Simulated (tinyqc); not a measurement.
# Changing the dissolved hydrogen [H2]

Model: hydrogen passivation and dissociation of interface defects with a spread of activation energies. Computed by tinyqc, a small Python program. Command: `OMP_NUM_THREADS=1 python tinyqc.py 3012448 3012449 out.jsonl passivation sweep`. One thread of a shared host (Intel(R) Xeon(R) Processor @ 2.30GHz), about 0.02 s of CPU time with the checks.

Active defects P react as P + H2 -> HP + H and HP -> P + H; released atomic hydrogen is removed. All defects start active. Activation energies are normally distributed, independently for the two reactions.

Inputs (values chosen for the exercise, for a model interface):

| quantity | value | unit |
|---|---|---|
| defect density N_0 | 2.5e+12 | cm^-2 |
| mean passivation energy E_f | 1.58 | eV |
| spread s_f | 0.061 | eV |
| prefactor k_f0 | 3.6e-09 | cm^3/s |
| mean dissociation energy E_d | 2.79 | eV |
| spread s_d | 0.1 | eV |
| prefactor k_d0 | 3e+13 | 1/s |
| anneal temperature T | 1050 | K |
| anneal time t | 1300 | s |

Ambient: hydrogen.

Constants: k_B = 8.617333262e-05 eV/K.

Method. a = k_f0 [H2] exp(-E_f/k_B T), b = k_d0 exp(-E_d/k_B T); the active share of one kind of site is b/(a + b) + (a/(a + b)) exp(-(a + b) t). Full average: z from -5 to 5 in steps of 0.125 with normalised weights exp(-z^2/2), energy = mean + spread x z, over both energies.

One run for each value:

| dissolved hydrogen [H2] (cm^-3) | active share | active share, single energy | steady active share, single energy |
|---|---|---|---|
| 1.00e+14 | 9.835e-01 | 9.924e-01 | 9.924e-01 |
| 4.00e+14 | 9.430e-01 | 9.701e-01 | 9.701e-01 |
| 2.00e+15 | 8.088e-01 | 8.664e-01 | 8.664e-01 |
| 7.00e+15 | 6.146e-01 | 6.495e-01 | 6.495e-01 |
| 3.00e+16 | 3.463e-01 | 3.019e-01 | 3.019e-01 |
| 1.00e+17 | 1.706e-01 | 1.148e-01 | 1.148e-01 |
| 6.00e+17 | 4.211e-02 | 2.117e-02 | 2.117e-02 |
| 2.00e+18 | 1.405e-02 | 6.445e-03 | 6.445e-03 |
| 1.00e+19 | 2.954e-03 | 1.296e-03 | 1.296e-03 |

Over the rows, active share falls from 0.983 to 0.00295 (exponent d ln y / d ln x -0.030 between the first rows and -0.97 between the last); active share, single energy falls from 0.992 to 0.00130 (exponent d ln y / d ln x -0.016 between the first rows and -1.00 between the last); steady active share, single energy falls from 0.992 to 0.00130 (exponent d ln y / d ln x -0.016 between the first rows and -1.00 between the last). At the high end the exponent of steady active share, single energy is -1.00, close to -1: the exponent of the steady state b/(a + b) with a >> b.
